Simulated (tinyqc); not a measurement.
Inside a calculation. Model: Froehlich polaron in a polar crystal. Computed by tinyqc, a small Python program that keeps every step. Command: `OMP_NUM_THREADS=1 python tinyqc.py 3029964 3029965 out.jsonl frohlich walk`. One thread of a shared host (Intel(R) Xeon(R) Processor @ 2.30GHz), about 0.07 s of CPU time with the checks. Intermediate numbers are printed to about 7 digits and carried at full precision; extremes and crossings named in words are read from the listed rows.

One electron in a parabolic band of mass m*, coupled to dispersionless LO phonons in the continuum model. Energies are in units of hbar omega unless marked, wave numbers in k_0 = sqrt(2 m* omega/hbar).

Inputs (values chosen for the exercise, for a model crystal): band mass m* = 2.46 m_0; LO phonon energy hbar omega = 92.7 meV; eps_inf = 11.3; static dielectric constant eps_s = 24.7; temperature T = 150 K; electron wave number k/k_0 = 0.81; trial v = 4.6; trial w = 2.8.

Constants: hbar^2/(2 m_0) = 3.80998212 eV angstrom^2; e^2/(4 pi eps_0) = 14.39964548 eV angstrom; k_B = 8.617333262e-05 eV/K; hbar = 6.582119569e-16 eV s; e = 1.602176634e-19 C; m_0 = 9.1093837015e-31 kg.

## Coupling constant and length scale

1/eps* = 1/eps_inf - 1/eps_s; k_0 = sqrt(2 m* omega/hbar) = sqrt(m* hbar omega / (hbar^2/(2 m_0))) with m* in m_0; alpha = (e^2/(4 pi eps_0)) k_0/(2 eps* hbar omega); polaron length 1/k_0.

eps* = 20.82910

k_0 = 0.2446504 1/angstrom

coupling constant alpha = 0.9122575

polaron length 1/k_0 = 4.087465 angstrom

Weak coupling: perturbation theory should serve. Caution: for these m* and hbar omega the length 1/k_0 is under 5 angstrom, near a lattice spacing, where the continuum model loses its footing.

## Second-order perturbation theory

At T = 0 and k < k_0: E(k) = (k/k_0)^2 - alpha arcsin(k/k_0)/(k/k_0); so E(0) = -alpha, 1/m_p = (1 - alpha/6)/m*, and the mean number of phonons in the cloud at k = 0 is alpha/2. The Lee-Low-Pines variational state gives the same E(0) and m_p = m* (1 + alpha/6).

energy shift at k = 0 = -84.56627 meV

E(k) = -0.4072454 hbar omega

m*/m_p, second order = 0.8479571

m_p/m*, Lee-Low-Pines = 1.152043

phonons in the cloud = 0.4561287

## Strong-coupling trial states

Landau-Pekar: the lattice follows the mean electron density. A Gaussian state exp(-b^2 r^2/2) gives E(b) = (3/2) b^2 - alpha b sqrt(2/pi) (b in k_0), minimised at b = alpha sqrt(2/pi)/3 to E = -alpha^2/(3 pi); a state exp(-b r) gives E(b) = b^2 - (5/8) alpha b, minimised at b = 5 alpha/16 to E = -25 alpha^2/256.

best b, Gaussian = 0.2426254 k_0

E, Gaussian = -0.08830061 hbar omega

best b, exponential = 0.2850805 k_0

E, exponential = -0.08127087 hbar omega

The Gaussian bound lies below -alpha only for alpha > 3 pi = 9.42; here it lies above, so the self-trapped state is the poorer bound.

## Feynman's energy at a trial point

Feynman's bound: E(v, w) = 3 (v - w)^2/(4 v) - (alpha v/sqrt(pi)) int_0^infinity e^-u D(u)^(-1/2) du, D = w^2 u + ((v^2 - w^2)/v)(1 - e^(-v u)); integrals by 80 Gauss-Legendre points in s from 0 to 1 with u = 40 s^2.

first term = 0.5282609 hbar omega

E(v, w) = -0.5589024 hbar omega

## Feynman's variational polaron

Minimise over v > w > 0 (simplex search); mass m_p/m* = 1 + (alpha v^3/(3 sqrt(pi))) int u^2 e^-u D^(-3/2) du.

best v = 3.1

best w = 2.88

E, Feynman = -0.9230482 hbar omega

polaron energy, Feynman = -85.56657 meV

m_p/m*, Feynman = 1.176

The bound lies 1.2 % below -alpha, and the mass is 1.02 times the Lee-Low-Pines value.

## Mobility at low temperature

Scattering by absorption of an LO phonon: 1/tau = 2 alpha omega n, n = 1/(exp(hbar omega/(k_B T)) - 1); mu = e tau/m*, the weak-coupling result for k_B T well below hbar omega.

phonon occupation n = 7.686892e-04

lifetime tau = 5062.766 fs

mobility = 3619.713 cm^2/(V s)

Caution: LO phonons are so rare at this T that impurities and acoustic phonons, left out here, limit the real mobility.

## All approximations against the coupling

Other columns: second order -alpha; Landau-Pekar Gaussian -alpha^2/(3 pi); Lee-Low-Pines mass 1 + alpha/6. The polaron energy in meV uses the given hbar omega.

Energies (hbar omega) and masses (m*):
```
alpha  second order      Gaussian     Feynman  Feynman (meV)  mass, LLP  mass, Feynman     v     w
0.23          -0.23  -0.005612864  -0.2306609      -21.38227   1.038333           1.04  3.02  2.97
0.46          -0.46   -0.02245146  -0.4626763      -42.89009   1.076667          1.082  3.05  2.94
0.91          -0.91   -0.08786414  -0.9207360      -85.35223   1.151667          1.175   3.1  2.88
1.5            -1.5    -0.2387324   -1.530189      -141.8485       1.25          1.321  3.17   2.8
3.8            -3.8     -1.532132   -4.027618      -373.3602   1.633333          2.408  3.61  2.41
6.8            -6.8     -4.906216   -7.819252      -724.8447   2.133333          12.28  5.53  1.65
9.8            -9.8     -10.19016   -13.07232      -1211.804   2.633333          100.4  11.9  1.22
13              -13     -17.93146   -20.79068      -1927.296   3.166667          412.8  22.2  1.11
```

All three energies are upper bounds (-alpha through the Lee-Low-Pines state), and the Feynman value is the lowest in every row. It lies within 5 % of -alpha up to alpha = 1.5; at alpha = 13 it is 1.16 times the Gaussian value, whose alpha^2 law it approaches with a constant shift of about -3 ln 2 - 3/4 = -2.83 (here -2.86). The mass stays within 10 % of 1 + alpha/6 up to alpha = 1.5 and reaches 413 m* in the last row; w falls from 2.97 towards 1 while v grows to 22.2.

Checks made by the program: second-order shift against the integral -(2 alpha/pi) int dq/(1 + q^2) (relative difference below 1e-10); v = w reduces the bound to -alpha (relative difference 1e-10).
